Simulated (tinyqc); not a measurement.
n-type polysilicon, carrier trapping at grain boundaries: two steps of the calculation.

One-dimensional grains of size Lg, uniform ionised doping N, monovalent traps Qt at each boundary at a depth Et below (for electrons) or above (for holes) the band edge there, abrupt depletion of width W on each side of a boundary, Boltzmann statistics. xi is the distance from the band edge at the grain centre to the Fermi level. Trapped charge Qt/(1 + exp((xi + VB - Et)/Vt)) = 2 N W, barrier VB = q N W^2/(2 eps0 eps_r).

Parameters, values chosen for the exercise; values of the order met in polycrystalline silicon: temperature T = 350 K; relative permittivity eps_r = 11.7; conduction-band density of states at T NB = 3.53e19 cm^-3; grain size Lg = 51 nm; trap density of a grain boundary Qt = 7.9e11 cm^-2; depth of the trap level from the majority band edge at the boundary Et = 0.35 eV; mass for thermionic emission ms = 0.6 m0; correction factor of the emission rate fe = 1; mobility inside the grains mug = 190 cm^2/(V s); doping N = 3.7e16 cm^-3.

Constants: q = 1.602176634e-19 C, kB = 1.380649e-23 J/K, m0 = 9.1093837015e-31 kg, Vt = kB T/q, eps0 = 8.8541878128e-14 F/cm where lengths are in cm. Results are converted to the units shown.

Question 1. Depletion width, Fermi level and barrier. If the trap equation with xi = Vt ln(NB/N) has a root W < Lg/2, the grain is partly depleted; otherwise W = Lg/2 and the trap equation gives xi = Et - VB + Vt ln(Qt/(N Lg) - 1). N* = Qt/Lg.

Give: N*; W; xi; VB; share of traps filled.

Answer 1.

N* = 1.549e17 cm^-3
W = 25.50 nm
xi = 0.3663 V
VB = 0.01860 V
share of traps filled = 0.2389

N is 0.239 N*, and the grain is fully depleted; VB = 0.617 Vt.

Question 2. Resistivity and effective mobility. n0 = NB exp(-xi/Vt); mean density n0 (1 - 2 W/Lg) by charge balance in a partly depleted grain, and n0 (sqrt(pi)/2) erf(u)/u with u = sqrt(VB/Vt) in a fully depleted one; v = sqrt(kB T/(2 pi ms m0)); barrier resistivity Vt exp(VB/Vt)/(q fe n0 v Lg); grain resistivity (1 - 2 W/Lg)/(q n0 mug); effective mobility 1/(q mean density total resistivity).

W = 25.5 nm
xi = 0.36634934 V
VB = 0.018604924 V

Give: n0; mean density; v; barrier resistivity; grain resistivity; resistivity; effective mobility.

Answer 2.

n0 = 1.8732e14 cm^-3
mean density = 1.5500e14 cm^-3
v = 3.7512e6 cm/s
barrier resistivity = 97.346 ohm cm
grain resistivity = 0.0000 ohm cm
resistivity = 97.346 ohm cm
effective mobility = 413.67 cm^2/(V s)

The resistivity is 110 times that of a single crystal with the same N and mobility mug, and the mean density is 0.419 % of N. The effective mobility exceeds mug only because drift through the depleted grain is left out.

Program tinyqc, `OMP_NUM_THREADS=1 python tinyqc.py 2830280 2830281 out.jsonl`; Intel Xeon 2.30GHz, shared host, one thread, about 0.01 s.
